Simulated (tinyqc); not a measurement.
# MOS structure on a p-type body, non-linear Poisson equation by Newton steps: what changes with what

One dimension, insulator interface at x = 0, acceptor density Na, uniform, net doping C = -(acceptor density). psi is counted from the intrinsic level: n = ni exp((psi - Vb)/Vt), p = ni exp(-psi/Vt); deep in the body psi_b = -Vt ln(Na/ni). The gate acts through Cox = eps0 eox/tox and has the potential psi_G = Vg - (phiM - chi - Vt ln(Nc/ni)). Boltzmann statistics, full ionisation, classical densities, no oxide or interface charge.

Values chosen for this exercise; band and dielectric values close to those of silicon:
- T = 300 K (temperature)
- Eg = 1.13 eV (band gap)
- eps_r = 11.6 (relative permittivity)
- Nc = 2.82e19 cm^-3 (conduction-band density of states at T)
- Nv = 2.64e19 cm^-3 (valence-band density of states at T)
- chi = 4.11 eV (electron affinity)
- Na = 1.1e16 cm^-3 (acceptor density deep in the body)
- eox = 7.68 (relative permittivity of the gate insulator (close to silicon nitride))
- tox = 6.5 nm (insulator thickness)
- phiM = 4.61 eV (gate work function)
- Vb = 0 V (electron quasi-Fermi potential against the body)

Constants: q = 1.602176634e-19 C, kB = 1.380649e-23 J/K, Vt = kB T/q, eps0 = 8.8541878128e-14 F/cm where lengths are in cm. Results are converted to the units shown.

Each table varies one quantity; the others keep the values above.

## Charge and capacitance against gate voltage

ni = sqrt(Nc Nv) exp(-Eg/(2 Vt)), Eg in volts. The Poisson equation d/dx(eps0 eps_r dpsi/dx) = -q (p - n + C), with eps0 eps_r dpsi/dx = -Cox (psi_G - psi_0) at x = 0, is solved on a mesh of about 600 nodes or more. N_inv is the integral of n less its value deep in the body. C_LF = Cox (1 - dpsi_0/dVg) with all carriers following; C_HF is the same with the electron quasi-Fermi level shifting uniformly so that N_inv stays fixed. The centroid is that of the same excess.

Charge and capacitance against gate voltage:
```
Vg (V)	psi_0 - psi_b (V)	N_inv (cm^-2)	C_LF/Cox	C_HF/Cox	centroid (nm)
0.15	0.538	4.80e6	0.0387	0.0386	6.53
0.35	0.730	6.73e9	0.0674	0.0332	5.45
0.55	0.855	4.73e11	0.664	0.0316	3.83
0.76	0.902	1.53e12	0.842	0.0316	2.60
0.96	0.928	2.67e12	0.898	0.0316	2.01
1.17	0.946	3.92e12	0.926	0.0317	1.64
1.37	0.959	5.14e12	0.942	0.0317	1.40
```

What does the table show?

N_inv goes from 4.80e6 to 5.14e12 cm^-2 and passes 2e11 cm^-2 at Vg = 0.478 V. Below threshold it takes 63.6 mV a decade between Vg = 0.15 and 0.35 V, against Vt ln 10 = 59.5 mV. C_LF/Cox is lowest, 0.0387, at Vg = 0.15 V among the rows listed and ends at 0.942, while C_HF/Cox ends at 0.0317. Between the last two rows q dN_inv/dVg is 0.934 Cox. Where the classical centroid is under about 2 nm, confinement would move the charge away from the interface and raise the threshold. Above about 2e12 cm^-2 degeneracy matters too.

## Effect of the insulator thickness on threshold, swing and body effect

VT is the Vg at which N_inv = 2e11 cm^-2. m = 1/(dpsi_0/dVg) at N_inv = 1e8 cm^-2; the swing is the Vg between N_inv = 1e8 and 1e9 cm^-2; body coefficient [VT(Vb + 0.05 V) - VT(Vb)]/0.05 V - 1.

The same in every row: psi_0 - psi_b at VT (V) = 0.825.

Result of one run:
```
tox (nm)	VT (V)	m - 1	swing (mV/decade)	body coefficient
2.4	0.427	0.0140	61.8	0.0249
```

What becomes of these results when the insulator thickness tox is changed from 2.4 to 7.5 nm, all else the same?

Result of the changed run:
```
tox (nm)	VT (V)	m - 1	swing (mV/decade)	body coefficient
7.5	0.491	0.0438	63.6	0.0505
```

The whole series:
```
tox (nm)	VT (V)	m - 1	swing (mV/decade)	body coefficient
1.6	0.417	0.00934	61.5	0.0209
2.4	0.427	0.0140	61.8	0.0249
3.5	0.441	0.0204	62.2	0.0304
5.1	0.461	0.0298	62.7	0.0385
7.5	0.491	0.0438	63.6	0.0505
11	0.535	0.0642	64.9	0.0681
16	0.597	0.0934	66.7	0.0931
```

As tox goes from 1.6 to 16, VT rises from 0.417 to 0.597 V, the swing rises from 61.5 to 66.7 mV/decade and the body coefficient rises from 0.0209 to 0.0931. The swing stays within 2.5 % of m Vt ln 10, and the body coefficient within 0.012 of m - 1.

Computed by the program tinyqc: `OMP_NUM_THREADS=1 python tinyqc.py 2080094 2080095 out.jsonl`, one thread of a shared Intel Xeon 2.30GHz, about 0.3 s for the whole run.
